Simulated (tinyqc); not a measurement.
Resonant-tunnelling diode, transfer matrices and Tsu-Esaki current: two steps of the calculation.

Emitter (band edge 0), barrier d1, well Lw, barrier d2, spacer ds, collector (edge -V). The bias drops linearly over these layers and none in the contacts; each layer is cut into ns equal slices, flat at the value of their centres. E is the energy of motion across the layers, C = hbar^2/(2 m0), psi and psi'/m are continuous. Transport is coherent, T(E) is taken as independent of the transverse momentum, and charge in the well is ignored.

Values chosen for this exercise; masses and offsets close to those of GaAs wells and AlGaAs barriers:
```
symbol,value,unit,meaning
T,77,K,temperature
mw,0.065,m0,"mass in the well, spacer and contacts"
Ef,0.041,eV,Fermi energy of both contacts above their band edges
V,0.038,V,bias of the collector
```

Constants: q = 1.602176634e-19 C, kB = 1.380649e-23 J/K, hbar = 1.054571817e-34 J s, m0 = 9.1093837015e-31 kg, Vt = kB T/q. Results are converted to the units shown.

Problem 1. Breit-Wigner parameters from a parabola through 1/T(E). Near a resonance 1/T(E) = (1/Tp) [1 + (2 (E - Er)/G)^2]. With y = 1/T(E) at E0 - h, E0, E0 + h: a = (y1 + y3 - 2 y2)/(2 h^2), b = (y3 - y1)/(2 h), Er = E0 - b/(2 a), 1/Tp = y2 - b^2/(4 a), G = 2 sqrt(1/(Tp a)), tau = hbar/G.

three energies (eV): [0.032303, 0.033403, 0.034503]
T(E) at these energies: [0.65511515, 0.91981086, 0.66429391]

Give: Er; Tp; G; tau.

Solution 1.

Er = 0.03342 eV
Tp = 0.9199
G = 3.503 meV
tau = 187.9 fs

The true maximum of T(E) lies at 0.033384 eV with height 0.9199 and full width 3.512 meV; the fitted G is 0.24 % below that width.

Problem 2. Current from the resonance alone. J = J0 times the integral over E > 0 of T(E) N(E), N = ln[(1 + exp((Ef - E)/Vt))/(1 + exp((Ef - V - E)/Vt))], J0 = q^2 mw m0 kB T/(2 pi^2 hbar^3) (times 1e-4 for A/cm^2 per eV). For a sharp resonance J = J0 (pi G/2) Tp N(Er), with Er the peak energy, Tp the peak transmission and G the full width at half maximum (in eV). The three values given are estimates from a parabola through three points of 1/T(E).

Er = 0.033416529 eV
Tp = 0.91986573
G = 3.5032557 meV

Wanted: J0; N(Er); J.

Solution 2.

J0 = 6.9797e6 A/(cm^2 eV)
N(Er) = 1.4095
J = 49.800 kA/cm^2

The full integral over T(E) gives 46.26 kA/cm^2; the value above is 7.7 % above it.

tinyqc, about 0.2 s, one thread, Intel Xeon 2.30GHz (shared host): `OMP_NUM_THREADS=1 python tinyqc.py 2600070 2600071 out.jsonl`
